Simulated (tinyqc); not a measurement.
# Nanowire ballistic transistor, top-of-the-barrier model: effect of the temperature

At the top of the source barrier, states moving towards the drain are filled by the source (Fermi level 0) and states moving back by the drain (Fermi level -q Vd); nothing scatters. U is the shift of the band edge there, set by the capacitances CG, CD and CS (the total) and by the charge. Parabolic one-dimensional subband; the source is grounded.

N0 = gv sqrt(2 m kB T/pi)/hbar, CG = 2 pi eps0 eox/ln(1 + 2 tox/d), CS = CG/aG, n0 = n at U = 0 and Vd = 0. eta1 = -(E0 + U)/Vt, eta2 = eta1 - Vd/Vt, n = (N0/2)[F_(-1/2)(eta1) + F_(-1/2)(eta2)], F_(-1/2)(x) = (1/sqrt(pi)) int_0^infinity u^(-1/2)/(1 + exp(u - x)) du. U = UL + q (n - n0)/CS with UL = -(aG Vg + aD Vd), energies in eV. I = gv (2 q^2/h) Vt [ln(1 + exp eta1) - ln(1 + exp eta2)]. CQ = (q/Vt) dn/d(eta1). E0 is held fixed.

Values chosen for this exercise; mass and valleys close to those of gallium nitride: effective mass m = 0.195 m0; valley degeneracy gv = 1; relative permittivity of the gate insulator eox = 7.5; insulator thickness tox = 3.7 nm; wire diameter d = 2 nm; gate control CG/CS aG = 0.92; drain control CD/CS aD = 0.049; band edge at the barrier top above the source Fermi level at zero bias E0 = 0.34 eV; gate voltage Vg = 0.5 V; drain voltage Vd = 0.5 V.

Constants: q = 1.602176634e-19 C, kB = 1.380649e-23 J/K, hbar = 1.054571817e-34 J s, h = 6.62607015e-34 J s, m0 = 9.1093837015e-31 kg, Vt = kB T/q, eps0 = 8.8541878128e-14 F/cm where lengths are in cm. Results are converted to the units shown.

Results:
```
T (K)   eta1  n (cm^-1)  I (uA)  mean velocity I/(q n) (cm/s)   CQ/CS
50     12.44    1.663e6   4.153                       1.559e7  0.8576
77     8.109    1.659e6   4.169                       1.568e7  0.8682
120    5.256    1.649e6   4.215                       1.596e7  0.8950
180    3.573    1.629e6   4.327                       1.657e7  0.9191
240    2.730    1.610e6   4.476                       1.735e7  0.9110
360    1.868    1.583e6   4.835                       1.906e7  0.8417
420    1.612    1.576e6   5.030                       1.992e7  0.7997
```

Estimate the missing row, T = 300 K.

Computed row:
```
T (K)   eta1  n (cm^-1)  I (uA)  mean velocity I/(q n) (cm/s)   CQ/CS
300    2.217    1.595e6   4.649                       1.820e7  0.8812
```

With this row back in the table: As T goes from 50 to 420 K, n falls from 1.66e6 to 1.58e6 cm^-1, the mean velocity rises from 1.56e7 to 1.99e7 cm/s and the current rises from 4.15 to 5.03 uA. CQ/CS goes from 0.86 to 0.80.

Computed by the program tinyqc: `OMP_NUM_THREADS=1 python tinyqc.py 2400152 2400153 out.jsonl`, one thread of a shared Intel Xeon 2.30GHz, about 0.06 s for the whole run.
